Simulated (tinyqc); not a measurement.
Ion-assisted plasma etching: sheath, surface coverage, synergy and aspect-ratio dependence. From vertical rate back to plasma density n_e. Computed by tinyqc, a small Python program. Command: `OMP_NUM_THREADS=1 python tinyqc.py 3010165 3010166 out.jsonl etch inv`. One thread of a shared host (Intel(R) Xeon(R) Processor @ 2.30GHz), about 0.02 s of CPU time with the checks.

Radicals adsorb on bare sites; ions remove covered sites with a high yield and bare sites by sputtering; a slow spontaneous reaction acts everywhere, walls included.

Inputs (values chosen for the exercise, close to those used for silicon dioxide in a fluorocarbon plasma):
```
quantity,value,unit
electron temperature T_e,2.8,eV
ion mass M_i,40,u
sheath voltage V,540,V
radical density n,5.3e+12,1/cm^3
radical mass M_n,19,u
gas temperature T_g,600,K
sticking coefficient s,0.063,-
radicals per removed unit x,4,-
yield slope b,0.22,eV^(-1/2)
threshold E_th,19,eV
sputter slope b_p,0.018,eV^(-1/2)
sputter threshold E_p,36,eV
spontaneous reaction probability k_c,2e-05,-
solid density N,2.2e+22,1/cm^3
ion temperature T_i,0.73,eV
```

Feature: long trench.

Constants: e = 1.602176634e-19 C; u = 1.6605390666e-27 kg; k_B = 1.380649e-23 J/K; eps_0 = 8.8541878128e-12 F/m.

Method:
- Bohm speed u_B = sqrt(e T_e/M_i); ion flux G_i = 0.61 n_e u_B; radical flux G_n = n c/4 with c = sqrt(8 k_B T_g/(pi M_n)).
- Debye length lambda_D = sqrt(eps_0 T_e/(e n_s)) with n_s = 0.61 n_e, T_e in volts; Child-law sheath d = (sqrt2/3) lambda_D (2 V/T_e)^(3/4); ion energy E = V + T_e/2; angular spread = arctan(sqrt(T_i/E)).
- Yields: Y = b (sqrt(E) - sqrt(E_th)) on covered sites, Y_p = b_p (sqrt(E) - sqrt(E_p)) on bare ones (zero below threshold).
- Steady coverage: s G_n (1 - theta) = x Y G_i theta; removal flux = Y G_i theta + Y_p G_i (1 - theta) + k_c G_n; rate = flux/N, 1 cm/s = 6e8 nm/min.
- Lateral rate = k_c G_n/N; anisotropy = 1 - lateral/vertical; synergy = vertical/(ions alone + radicals alone), with ions alone Y_p G_i/N and radicals alone the lateral rate.

Question. A run gave the result below. Find the plasma density n_e, known to lie between 1.3e+11 and 3.3e+11 1/cm^3.

vertical rate = 304.0695 nm/min

Answer.

Each step takes the trial c = (a f_b - b f_a)/(f_b - f_a), f being the result less the target and a, b, c the logarithms of the listed values; c replaces end b, the old b replaces a if the sign of f changed, and otherwise f_a is halved.

Scan of the range:
```
plasma density n_e (1/cm^3),vertical rate (nm/min)
1.30e+11,216.981
1.52e+11,246.666
1.77e+11,280.362
2.07e+11,320.767
2.42e+11,367.878
2.83e+11,423.041
3.30e+11,486.258
```

False position (Illinois rule, in the logarithm of the input) inside the bracket:
```
step,end a,end b,trial,vertical rate (nm/min)
1,1.77000e+11,2.07000e+11,1.94031e+11,303.303
2,2.07000e+11,1.94031e+11,1.94583e+11,304.046
3,2.07000e+11,1.94583e+11,1.94616e+11,304.091
4,1.94583e+11,1.94616e+11,1.94600e+11,304.069
5,1.94616e+11,1.94600e+11,1.94600e+11,304.070
```

Vertical rate rises at every point of a 13-point scan of the range (every second point is shown), so one value fits; it is bracketed by 1.77e11 and 2.07e11. Answer: plasma density n_e = 1.946e11 1/cm^3.
